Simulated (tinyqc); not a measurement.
What each parameter does: coherent potential approximation for a binary alloy with a semi-elliptic band.

Site levels eA = -x d (share 1 - x) and eB = (1 - x) d (share x), so that their mean, the virtual crystal, is 0. Pure band: G0(z) = 2 (z - sqrt(z - W) sqrt(z + W))/W^2 with principal roots, density -Im G/pi per site. The medium has a self-energy S(z), G = G0(z - S), z = E + i eta. t_i = (e_i - S)/(1 - (e_i - S) G); the CPA demands <t> = (1 - x) tA + x tB = 0. Iteration: start at S = 0, set S(new) = S + <t>/(1 + <t> G), stop when |<t>| < 1e-9 eV.

Inputs chosen for the exercise: W = 3.4 eV (half width of the pure band); x = 0.14 (fraction of B); d = 0.55 eV (eB - eA); eta = 0.068 eV (broadening); E = -0.84 eV (energy).

Converged values at E. Each row changes one parameter from the base and keeps the others.

Results:

| case | Re S (eV) | Im S (eV) | density (1/eV) |
|---|---|---|---|
| base | -0.0087 | -0.0175 | 0.1769 |
| W = 3.74 eV | -0.0074 | -0.0164 | 0.1622 |
| x = 0.19 | -0.0106 | -0.0229 | 0.1767 |
| d = 0.605 eV | -0.0108 | -0.0207 | 0.1768 |
| eta = 0.136 eV | -0.0084 | -0.0172 | 0.1733 |
| E = -0.5 eV | -0.0071 | -0.0186 | 0.1806 |

The largest shifts from the base row, up to three for each result and ties (the steps differ in size, so this ranks the rows, not the parameters). Re S (eV): d -0.0021, x -0.0020, E +0.0015. Im S (eV): x -0.0054, d -0.0033, E -0.0011, W +0.0011. density (1/eV): W -0.0148, E +0.0036, eta -0.0036.

(tinyqc, `OMP_NUM_THREADS=1 python tinyqc.py 1452856 1452857 out.jsonl`, Intel(R) Xeon(R) Processor @ 2.30GHz, 1 thread, shared host, about 0.01 s.)
